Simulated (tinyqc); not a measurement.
Interface roughness in a thin film (subband fluctuation and scattering): sweeps and comparisons. A value that a table varies takes the place of the one given here.

Square well of width t, barriers V0, c = hbar^2/2m0: E1 solves k t + 2 atan[(k/mz)/(kappa/mb)] = pi, k = sqrt(mz E/c), kappa = sqrt(mb (V0 - E)/c). One interface is rough, so the subband edge fluctuates by G dt with G = |dE1/dt| (central difference of 0.01 angstrom; 2 E1/t for hard walls).

Gaussian roughness spectrum S(q) = pi D^2 Lc^2 exp(-q^2 Lc^2/4). Degenerate gas, taken to fill one subband (the second starts to fill once c kF^2/md exceeds E2 - E1, which is not tested here): kF = sqrt(2 pi Ns/gv), q = 2 kF sin(theta/2), 1/tau = (md/(2 pi c hbar)) G^2 times the integral from 0 to pi of S(q)(1 - cos theta)/eps(q)^2 dtheta, eps(q) = 1 + qs/q with screening (qs = gv md q0/(c eps), q0 = e^2/(4 pi eps0), form factors left out, which overstates the screening; other scattering is left out too, so these values lie far above measured mobilities in all but the thinnest films) or 1 without; mobility = tau c2/md with c2 = e/m0 = 1.75882e15 cm^2/(V s^2); 1e12/cm^2 = 1e-4/angstrom^2.

Constants: hbar^2/2m0 = 3.80998211 eV angstrom^2; hbar = 6.58211957e-16 eV s; e^2/(4 pi eps0) = 14.39964547 eV angstrom.

Inputs chosen for the exercise (near those of a thin GaN channel; shifted at random, so the results belong to these values and not to a real crystal): mz = 0.195 m0 (confinement mass); V0 = 1.83 eV (barrier); mb = 0.35 m0 (barrier mass); md = 0.2 m0 (mass in the plane); gv = 1 (valleys); D = 1 angstrom (rms height of the roughness); Lc = 32 angstrom (correlation length); Ns = 7.5 x 1e12/cm^2 (sheet density); eps = 9.1 (mean dielectric constant at the channel); ts = (30, 38, 46, 54, 68, 86, 113) angstrom (thicknesses); t = 54 angstrom (film thickness); Ll = (4, 8, 14, 22, 35, 55, 90) angstrom (correlation lengths).

## The sixth-power law

Screened mobility against thickness for the finite barrier and for hard walls.

Results:

| t (angstrom) | E1 (meV) | G (meV/angstrom) | mobility (cm^2/(V s)) | the same, hard walls |
|---|---|---|---|---|
| 30 | 128.8 | 6.671 | 1.03e+05 | 2.24e+04 |
| 38 | 88.4 | 3.789 | 3.18e+05 | 9.24e+04 |
| 46 | 64.4 | 2.355 | 8.23e+05 | 2.91e+05 |
| 54 | 49.0 | 1.563 | 1.87e+06 | 7.61e+05 |
| 68 | 32.7 | 0.854 | 6.26e+06 | 3.03e+06 |
| 86 | 21.5 | 0.454 | 2.22e+07 | 1.24e+07 |
| 113 | 13.0 | 0.214 | 9.99e+07 | 6.39e+07 |

What does this show, and why?

With hard walls G goes as 1/t^3 and the mobility as t^6. With the finite barrier the local exponent is 4.79 at the thin end and 5.51 at the thick end, since the envelope leaks out and softens the dependence. The least value is 1.03e+05 cm^2/(V s). EF - E1 = 90 meV exceeds about 3 E1, the distance to the next subband of the ladder, from 86 angstrom on, where the one-subband formula no longer holds. The gate field, which also presses carriers to the interface, is left out.

## Correlation length

Fixed D; bare and screened mobility.

Results:

| Lc (angstrom) | kF Lc | bare mobility (cm^2/(V s)) | screened mobility (cm^2/(V s)) |
|---|---|---|---|
| 4 | 0.27 | 1.90e+06 | 5.67e+06 |
| 8 | 0.55 | 5.61e+05 | 1.69e+06 |
| 14 | 0.96 | 2.85e+05 | 8.90e+05 |
| 22 | 1.51 | 2.71e+05 | 9.41e+05 |
| 35 | 2.40 | 4.75e+05 | 2.36e+06 |
| 55 | 3.78 | 8.53e+05 | 7.56e+06 |
| 90 | 6.18 | 1.45e+06 | 2.57e+07 |

What does this show?

The bare mobility is lowest at Lc = 22 angstrom of those listed (kF Lc = 1.51). The screened mobility is lowest at Lc = 14 angstrom of those listed (kF Lc = 0.96). Short roughness averages out (mobility as 1/Lc^2; the first two rows give exponent -1.76), and long roughness deflects only by small angles (bare mobility rising as Lc; the last two rows give 1.08).

## What each parameter does

G, G D, and the screened mobility. Each row changes one parameter from the base and keeps the others.

Results:

| case | G (meV/angstrom) | G D (meV) | mobility (cm^2/(V s)) |
|---|---|---|---|
| base | 1.563 | 1.56 | 1.867e+06 |
| t = 50 angstrom | 1.905 | 1.91 | 1.257e+06 |
| D = 1.3 angstrom | 1.563 | 2.03 | 1.105e+06 |
| Lc = 40 angstrom | 1.563 | 1.56 | 3.364e+06 |
| Ns = 12 x 1e12/cm^2 | 1.563 | 1.56 | 4.336e+06 |
| mz = 0.224 m0 | 1.435 | 1.44 | 2.216e+06 |
| md = 0.23 m0 | 1.563 | 1.56 | 1.629e+06 |
| V0 = 1.28 eV | 1.443 | 1.44 | 2.191e+06 |
| eps = 10.9 | 1.563 | 1.56 | 1.573e+06 |

What can be read from the table?

The largest shifts from the base row, up to three for each result and ties (the steps differ in size, so this ranks the rows, not the parameters). G (meV/angstrom): t +0.342, mz -0.128, V0 -0.120; unchanged at the printed digits by D, Lc, Ns, md and eps. G D (meV): D +0.47, t +0.34, mz -0.13; unchanged at the printed digits by Lc, Ns, md and eps. mobility (cm^2/(V s)): Ns +2.47e+06, Lc +1.50e+06, D -7.62e+05. In the base case G D is 0.017 times EF - E1 = 89.8 meV.

(tinyqc, `OMP_NUM_THREADS=1 python tinyqc.py 1280031 1280032 out.jsonl`, Intel(R) Xeon(R) Processor @ 2.30GHz, 1 thread, shared host, about 0.01 s.)
